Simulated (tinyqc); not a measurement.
X-ray photoelectron analysis of a thin oxide on a semiconductor: attenuation lengths, thickness, angle series and band offsets: one step, computed by the program tinyqc.

The same element is seen in the oxide and in the substrate, at nearly the same kinetic energy; films are flat and uniform, and the work function is ignored.

Problem. Peak ratio. R_0 = (rho_o/M_o) L_o/((rho_s/M_s) L_s); peak ratio R = I_ox/I_sub = R_0 [exp(d/(L_o cos theta)) - 1]; hence d = L_o cos theta ln(1 + R/R_0). A carbon layer weakens both peaks alike, by exp(-d_C/(L_o cos theta)) if its L is taken equal to L_o. This R_0 leaves out intrinsic losses from the substrate peak, so calibrated values can be larger.

Inputs (values chosen for the exercise, modelled on SiO2 on 4H-SiC):
```
quantity                        value     unit
oxide density                    2.24   g/cm^3
oxide formula mass              60.08    g/mol
substrate density                3.21   g/cm^3
substrate formula mass           40.1    g/mol
oxide thickness d                0.78       nm
emission angle from the normal     45  degrees
carbon overlayer                 0.04       nm
```

L in the oxide = 1.671565 nm

L in the substrate = 1.263256 nm

Give: R_0; d/(L_o cos theta); ratio R; oxide share of the counts; attenuation by carbon; depth 3 L_o cos theta.

Solution.

R_0 = 0.6163

d/(L_o cos theta) = 0.6599

ratio R = 0.5760

oxide share of the counts = 0.3655

attenuation by carbon = 0.9667

depth 3 L_o cos theta = 3.546 nm
